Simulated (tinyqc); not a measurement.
Scan in temperature at fixed frequency: admittance spectroscopy and thermally stimulated current of one trap level in a depletion layer. Computed by tinyqc, a small Python program. Command: `OMP_NUM_THREADS=1 python tinyqc.py 3114398 3114399 out.jsonl admit walk`. One thread of a shared host (Intel(R) Xeon(R) Processor @ 2.30GHz), about 0.01 s of CPU time with the checks.

A Schottky junction on n-type material holds one donor-like electron trap; shallow donors are fully ionised and abrupt depletion edges are assumed.

Inputs (values chosen for the exercise, modelled on n-type GaN): dielectric constant eps = 9.46; density-of-states mass m = 0.201 m_0; shallow doping N = 5e+16 1/cm^3; trap density N_t = 1e+16 1/cm^3; trap depth E_t below the band = 0.299 eV; capture cross section sigma = 9.8e-17 cm^2; band bending V_b = 1.1 V; test frequency f = 500000 Hz.

Constants: k_B = 1.380649e-23 J/K; m_0 = 9.1093837015e-31 kg; h = 6.62607015e-34 J s; k_B = 8.617333262e-05 eV/K; eps_0 = 8.8541878128e-12 F/m; e = 1.602176634e-19 C.

Method:
- N_c = 2 (2 pi m k_B T/h^2)^(3/2), v_th = sqrt(3 k_B T/m), emission rate e_n = sigma v_th N_c exp(-E_t/(k_B T)).
- Where the level crosses the Fermi level capture equals emission, so the trap follows the signal with the rate 2 e_n; G/omega peaks at omega = 2 e_n (the correction for large N_t/N is left out).
- Solve 2 e_n(T_p) = 2 pi f.
- With E_c - E_F = k_B T_p ln(N_c/N): lambda = sqrt(2 eps eps_0 (E_t - (E_c - E_F))/(e^2 N)); traps are empty and charged for x < x_t = w - lambda, and V_b = e (N w^2 + N_t x_t^2)/(2 eps eps_0). High frequency: C_hf = eps eps_0/w. Low frequency: C_lf = eps eps_0 (N + N_t)/(N w + N_t x_t).
- With x = omega/(2 e_n): C = C_hf + (C_lf - C_hf)/(1 + x^2), G/omega = (C_lf - C_hf) x/(1 + x^2); C_hf and C_lf are held at their values at T_p.

peak temperature T_p = 395.902 K

C_hf = 57.2522 nF/cm^2

C_lf = 61.2198 nF/cm^2

Admittance:
```
T (K)  omega/(2 e_n)  C (nF/cm^2)  G/omega (nF/cm^2)
348.4         4.2656       57.459             0.8817
364.2         2.5340       57.787             1.3547
376.1         1.7578       58.222             1.7052
388.0         1.2446       58.809             1.9372
395.9         1.0001       59.236             1.9838
403.8         0.8098       59.648             1.9405
415.7         0.5975       60.176             1.7470
431.5         0.4085       60.652             1.3890
451.3         0.2624       60.964             0.9741
```

What follows from these numbers?

The peak of G/omega is half the step, 1.98 nF/cm^2. Its full width is near 2 ln(2 + sqrt3) k_B T_p^2/(E_t + 2 k_B T_p) = 96.9 K.

Extremes, crossings and ranges named in words are read from the listed rows.
